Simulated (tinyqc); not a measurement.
The 3-omega method: a line heater on a substrate with a thin film: one step, computed by the program tinyqc. Command: `OMP_NUM_THREADS=1 python tinyqc.py 3030914 3030915 out.jsonl threeomega walk`. One thread of a shared host (Intel(R) Xeon(R) Processor @ 2.30GHz), about 0.01 s of CPU time with the checks.

A current at angular frequency omega = 2 pi f heats the line at 2 omega with the amplitude P per length; the temperature swing Delta T at 2 omega gives a voltage at 3 omega. The substrate is taken as semi-infinite and isotropic, and the heat capacity of heater and film is left out.

Question. Penetration depth. D = kappa/C; q = sqrt(2 i omega/D); penetration depth 1/|q| = sqrt(D/(2 omega)).

Inputs (values chosen for the exercise, modelled on amorphous silicon on gallium oxide):

| quantity | value | unit |
|---|---|---|
| substrate conductivity kappa | 21.7 | W/(m K) |
| substrate heat capacity C | 3.22 | 1e6 J/(m^3 K) |
| heater half-width b | 15 | micrometre |
| current frequency f | 350 | Hz |
| substrate thickness d_s | 525 | micrometre |

Give: diffusivity D; penetration depth; |q| b; penetration depth / d_s.

Answer.

diffusivity D = 6.739 mm^2/s

penetration depth = 39.14 micrometre

|q| b = 0.3832

penetration depth / d_s = 0.07456
